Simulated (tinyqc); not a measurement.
Finite-size error of a charged defect in a periodic cell: Madelung and Makov-Payne terms: one step, computed by the program tinyqc.

L is the cube root of the cell volume. The defect charge is a Gaussian, rho(r) = q (2 pi sigma^2)^(-3/2) exp(-r^2/2 sigma^2), repeated periodically in a uniform neutralising background and screened by a continuum. The model cell energy is E(L) = E_0 + [periodic - isolated electrostatic energy].

Task: Madelung energy. Ewald sum for a unit point charge: scale each Cartesian component of the cell by 1/sqrt(eps_i), giving R', G' and V'; E = [ (1/2) sum erfc(eta R')/R' + (2 pi/V') sum exp(-G'^2/4 eta^2)/G'^2 - eta/sqrt(pi) - pi/(2 V' eta^2) ] e^2/(4 pi eps_0) / sqrt(eps_x eps_y eps_z), over n_i = -6..6, omitting n = (0,0,0), eta = 2/V'^(1/3). alpha = -2 E eps_g L/(e^2/(4 pi eps_0)), eps_g = (eps_x eps_y eps_z)^(1/3).

Inputs (values chosen for the exercise, for a model uniaxial host):
```
quantity                    value      unit
charge q                        3         e
cell length L                12.9  angstrom
dielectric constant eps_xy   10.4         -
dielectric constant eps_z    5.48         -
```

Supercell lattice: tetragonal. Screening: uniaxial.

cell vectors (rows) (angstrom):
```
          1         2         3
1  12.07266   0.00000   0.00000
2   0.00000  12.07266   0.00000
3   0.00000   0.00000  14.72865
```

Constants: e^2/(4 pi eps_0) = 14.39964548 eV angstrom.

Give: terms for a unit charge; Madelung constant alpha; point-charge correction -q^2 E.

Result:

terms for a unit charge (eV): real space 0.0057, reciprocal 0.0274, self -0.1499, background -0.0522

Madelung constant alpha = 2.544

point-charge correction -q^2 E = 1.522 eV

Cubic cells have alpha = 2.837 (sc) to 2.888 (fcc, bcc); this cell, as seen through the screening, is so far from compact that alpha drops well below.
